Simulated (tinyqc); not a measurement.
Landau-Devonshire theory of a uniaxial ferroelectric: one step, computed by the program tinyqc. Command: `OMP_NUM_THREADS=1 python tinyqc.py 3010296 3010297 out.jsonl ferro walk`. One thread of a shared host (Intel(R) Xeon(R) Processor @ 2.30GHz), about 0.01 s of CPU time with the checks.

G(P) = (alpha/2) P^2 + (beta*/4) P^4 + (gamma/6) P^6 - E P per volume, SI units, one domain, P along the polar axis, which is normal to the film.

Task: Coefficients at T. alpha = alpha_0 (T - T0*), with clamping: T0* = T0 + 4 Q12 u_m/(alpha_0 (s11 + s12)), beta* = beta + 4 Q12^2/(s11 + s12).

Inputs (values chosen for the exercise, for a model ferroelectric): alpha_0 = 827000 J m/(C^2 K); Curie-Weiss temperature T0 = 800 K; beta = 4.37e+08 J m^5/C^4; temperature T = 493 K; misfit strain u_m = -0.012; electrostriction Q12 = -0.043 m^4/C^2; compliance s11 + s12 = 7.5e-12 m^2/N.

Sample: epitaxial film.

Give: T0*; alpha; beta*.

Result:

T0* = 1132.8 K

alpha = -5.2909e+08 J m/C^2

beta* = 1.4231e+09 J m^5/C^4

Compression raises T0 by 333 K. beta* > 0: the transition is of second order.
